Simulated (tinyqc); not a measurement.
## Thermal resistances of a two-die stack

Question. Heat leaves through the lower die only, and the system is linear. Find the resistance R1 from the lower die to the coolant, R2 between the dies, and the rise of the upper die when both are powered.

Parameters, values chosen for the exercise:
```
symbol  value  unit                 meaning
P1         49     W  power of the lower die
P2         23     W  power of the upper die
```

rises of the lower and upper die with only the lower one powered (K): [20.58, 20.58]
rises of the lower and upper die with only the upper one powered (K): [9.66, 10.81]

Solution. With only the lower die powered no heat crosses R2, so both dies rise by P1 R1; the difference in the second test is P2 R2; rises add.

R1 = 0.4200 K/W
R2 = 0.05000 K/W
rise of the upper die = 31.39 K

Computed by the program tinyqc: `OMP_NUM_THREADS=1 python tinyqc.py 2162041 2162042 out.jsonl`, one thread of a shared Intel Xeon 2.30GHz, about 0.03 s for the whole run.
